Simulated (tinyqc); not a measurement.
# Off-state leakage of single and stacked transistors, step by step

Numbers from tinyqc (`OMP_NUM_THREADS=1 python tinyqc.py 2242065 2242066 out.jsonl`; about 0.04 s on one thread of a shared Intel Xeon 2.30GHz). Printed values are rounded.

n-channel devices of unit width. Subthreshold current I(Vg, Vs, Vd) = I0 (T/300 K)^0.5 exp[(Vg - Vs - VT(T) - gb (Vs - Vb) + dd (Vd - Vs))/(nf Vt)] (1 - exp(-(Vd - Vs)/Vt)), VT(T) = VT - cT (T - 300 K). Gate-edge tunnelling Ig (Vd/1 V) exp(ag (Vd - 1 V)), for a gate at 0 V, and band-to-band leakage Ab u exp(-Bb/u), u = Vd - Vb + 1 V, flow at a drain held at V; both are taken as independent of T. In a stack of off transistors (all gates at 0 V) the same subthreshold current passes through each.

Parameters, values chosen for the exercise; values of the order met in bulk silicon logic transistors: temperature T = 358 K; supply voltage V = 0.7 V; threshold at 300 K, zero drain and body bias VT = 0.33 V; fall of the threshold with temperature cT = 0.6 mV/K; current at threshold at 300 K I0 = 0.84 uA/um; slope factor nf = 1.37; drain-induced lowering per volt dd = 0.07; rise of the threshold per volt of source-body bias gb = 0.08; gate-edge tunnelling current at 1 V Ig = 5e-6 uA/um; exponential slope of the gate current ag = 3.3 1/V; prefactor of band-to-band leakage at the drain Ab = 10 uA/(um V); its exponential voltage Bb = 25 V; body voltage Vb = -0.6 V.

Constants: q = 1.602176634e-19 C, kB = 1.380649e-23 J/K, Vt = kB T/q. Results are converted to the units shown.

## Leakage of one transistor

Vg = Vs = 0, Vd = V; effective threshold VT(T) - gb Vb - dd V.

effective threshold = 0.2942 V
parts (nA/um): subthreshold 0.870110, gate edge 0.00130052, band-to-band 0.437659
total = 1.30907 nA/um
shares (%): subthreshold 66.4678, gate edge 0.0993468, band-to-band 33.4328

The subthreshold part is the largest.

## Starting value

Vx = dd V/(1 + gb + 2 dd), the solution for Vx well above Vt, rounded to three decimals.

Vx at the start = 0.04 V

## Iteration 1: new Vx

Stack of two, Vx the node between them: I_low = I(0, 0, Vx), I_up = I(0, Vx, V), f = ln(I_up/I_low), f' = -(1 + gb + 2 dd)/(nf Vt) - 1/(Vt (exp(Vx/Vt) - 1)) - 1/(Vt (exp((V - Vx)/Vt) - 1)), Vx(new) = Vx - f/f'.

I_low = 0.211885 nA/um
I_up = 0.293019 nA/um
f = 0.324196
f' = -41.0664 1/V
Vx after iteration 1 = 0.0478944 V

## Iteration 2: new Vx

As before.

I_low = 0.232916 nA/um
I_up = 0.236378 nA/um
f = 0.0147549
f' = -37.5719 1/V
Vx after iteration 2 = 0.0482871 V

## Course of the iteration

Stop when the step is below 1e-11 V, or after 40 iterations.

Course of the iteration:

| iteration | Vx before the step (V) | step (V) |
|---|---|---|
| 1 | 0.04 | 7.89e-3 |
| 2 | 0.0478944 | 3.93e-4 |
| 3 | 0.0482871 | 7.33e-7 |
| 4 | 0.0482879 | 2.52e-12 |

Converged in 4 iterations. The subthreshold current of the stack is 0.2339 nA/um, 3.72 times less than that of one transistor (the drain leakage is unchanged); the estimate exp[dd V (1 + gb + dd)/((1 + gb + 2 dd) nf Vt)] gives 2.98.
